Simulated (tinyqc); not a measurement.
Configuration-coordinate model of a defect: Huang-Rhys factor and luminescence line shape: one step, computed by the program tinyqc.

Ground state E_g(Q) = (1/2) omega_g^2 Q^2; excited state E_e(Q) = E_0 + (1/2) omega_e^2 (Q - dQ)^2 with E_0 = E_ZPL - (hbar omega_e - hbar omega_g)/2. Q is mass-weighted; the dipole does not depend on Q (Condon approximation).

Problem. Huang-Rhys factors and vertical energies. S = hbar omega dQ^2/(2 hbar^2/u) for each state; relaxation energy S hbar omega; absorption at E_0 + S_e hbar omega_e, emission at E_0 - S_g hbar omega_g; the Stokes shift is their difference.

Inputs (values chosen for the exercise, for a model defect):
```
quantity,value,unit
zero-phonon energy E_ZPL,1.2,eV
displacement dQ,0.812,u^(1/2) angstrom
ground-state phonon hbar omega_g,35.4,meV
excited-state phonon hbar omega_e,30.4,meV
```

Modes: different frequencies.

Constants: hbar^2/u = 4.18015928e-03 eV angstrom^2.

Give: S_g; S_e; relaxation energy, ground state; relaxation energy, excited state; vertical absorption energy; vertical emission energy; Stokes shift.

Solution.

S_g = 2.792

S_e = 2.398

relaxation energy, ground state = 0.09883 eV

relaxation energy, excited state = 0.07288 eV

vertical absorption energy = 1.275 eV

vertical emission energy = 1.104 eV

Stokes shift = 0.1717 eV

The coupling is intermediate: phonon replicas can be resolved beside the zero-phonon line.
